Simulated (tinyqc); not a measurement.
Inside a calculation. Model: oxidation of curved silicon (wires and holes): cylindrical Deal-Grove kinetics with stress-retarded reaction. Computed by tinyqc, a small Python program that keeps every step. Command: `OMP_NUM_THREADS=1 python tinyqc.py 3029514 3029515 out.jsonl wireox walk`. One thread of a shared host (Intel(R) Xeon(R) Processor @ 2.30GHz), about 0.03 s of CPU time with the checks. Intermediate numbers are printed to about 6 digits and carried at full precision; extremes and crossings named in words are read from the listed rows.

Silicon fills r > a and oxide b < r < a. One volume of silicon gives 2.25 volumes of oxide, and the length is fixed.

Inputs (values chosen for the exercise, close to those used for silicon in dry oxygen):
```
quantity,value,unit
prefactor B0,768,um^2/h
activation energy E_B,1.23,eV
prefactor (B/A)0,4.39e+06,um/h
activation energy E_A,2,eV
starting silicon radius a0,15,nm
starting oxide x_i,1,nm
viscosity prefactor eta0,4e-09,Pa s
viscosity energy E_eta,5.46,eV
critical shear stress s_c,81,MPa
activation volume V_k,13,angstrom^3
temperature T,1000,C
time t,0.2,h
```

Shape: hole (concave).

Constants: k_B = 8.617333262e-05 eV/K.

## Planar constants and viscosity

B = B0 exp(-E_B/(k_B T)), B/A = (B/A)0 exp(-E_A/(k_B T)), eta = eta0 exp(E_eta/(k_B T)); 1 um = 1000 nm. Temperatures in kelvin are T(C) + 273.15.

B = 10384.7 nm^2/h

B/A = 53.1426 nm/h

low-stress viscosity eta = 1.64259e+13 Pa s

k_B T = 0.109712 eV

## Rate at the start

Geometry: b^2 = b0^2 - 1.25 (a^2 - a0^2), b0 = a0 - x_i. Rate of oxide made per interface area: q = 1/[1/k + 2 a |ln(b/a)|/B], and |da/dt| = q/2.25. Reaction k = (B/A) exp(-sigma V_k/(k_B T)). New oxide pushes the old with radial speed u = 1.25 |da/dt| at r = a; the shear stress at radius r is s_c asinh(z a^2/r^2), z = 2 eta u/(a s_c) (Eyring flow), and the compressive normal stress at the interface is sigma = |int_a^b 2 s/r dr| = s_c |F(z) - F(z a^2/b^2)|, F(y) = int_0^y asinh(w)/w dw. q and sigma are solved together. 1 MPa angstrom^3 = 6.241509e-6 eV.

oxide radius b0 = 14 nm

rate q without stress = 52.5856 nm/h

normal stress sigma = 68.2145 MPa

factor on the reaction = 0.950802

rate q with stress = 50.0243 nm/h

## State after time t

Integrate da/dt adaptively (tolerance 1e-8); a wire counts as consumed at a = 0.5 nm and a hole as closed at b = 0.5 nm. Planar reference: x^2 + A x = B t + x_i^2 + A x_i, A = B/(B/A).

silicon radius a = 18.3027 nm

oxide thickness = 10.6532 nm

normal stress at time t = 855.367 MPa

planar thickness = 11.0130 nm

ratio to the planar thickness = 0.967334

Stress now cuts the reaction constant to 53 % of its planar value. Caution: planar dry oxides this thin grow faster than Deal-Grove predicts. Caution: the oxide is taken as a purely viscous fluid in steady flow; elasticity, stress-dependent diffusion and thin-oxide enhancement are left out.

## Geometry alone against geometry with stress

A dash marks a stress-free run that has consumed the wire or closed the hole.

Oxide thickness (nm):
```
t (h),planar,"curved, no stress","curved, with stress",a (nm),sigma (MPa)
0.006,1.3151,1.3296,1.3111,15.1322,89.52
0.020,2.0465,2.1114,2.0295,15.4311,139.00
0.040,3.0822,3.2615,3.0393,15.8363,209.52
0.080,5.1223,5.7018,5.0091,16.5760,352.52
0.140,8.1086,9.8788,7.8679,17.5263,582.74
0.200,11.0130,15.6448,10.6532,18.3027,855.37
0.300,15.6884,-,15.2849,19.2201,1584.87
```

At 0.2 h the thickness is 1.421 of the planar value from geometry alone and 0.967 with stress. In a hole the oxide is squeezed into a smaller circumference, which thickens it, while the oxidant must spread over a larger interface. Stress and geometry both count. Caution: rows with a normal stress above about 1.5 GPa lie beyond the range of a viscous flow law. Caution: elasticity of the oxide, stress-dependent diffusion and thin-oxide enhancement are left out.

Checks made by the program: large-radius limit against the planar law (relative difference 3e-08).
